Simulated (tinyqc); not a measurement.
Wannier exciton and Elliott formula: one step. Diamagnetic shift.

Constants: hbar^2/2m0 = 3.80998211 eV angstrom^2; e/hbar = 1.519267448e-05 1/(T angstrom^2); muB = 5.788381798e-05 eV/T.

Parameters, chosen for this exercise (out of a larger set: near those of InGaAs; not measured data): B = 0.61 T (magnetic field).

mu = 0.0293094 m0
a* = 250.9630 angstrom
Ry* = 2.06394 meV

Task: For the 1s state dE = (e B)^2 <x^2 + y^2>/(8 mu m0) = c ((e/hbar) B)^2 a*^2/(2 mu), c = hbar^2/2m0; it holds while gamma = muB B/(mu Ry*) is small.

Give: dE; gamma.

Result:

dE = 0.3516 meV
gamma = 0.584

gamma is not small, so the true shift falls below this value and turns linear in B.

Computed by tinyqc, a small Python program: `OMP_NUM_THREADS=1 python tinyqc.py 1250773 1250774 out.jsonl` (the numbers bound the seed that draws the inputs); one thread of a shared host (Intel(R) Xeon(R) Processor @ 2.30GHz), about 0.01 s for the whole set of steps.
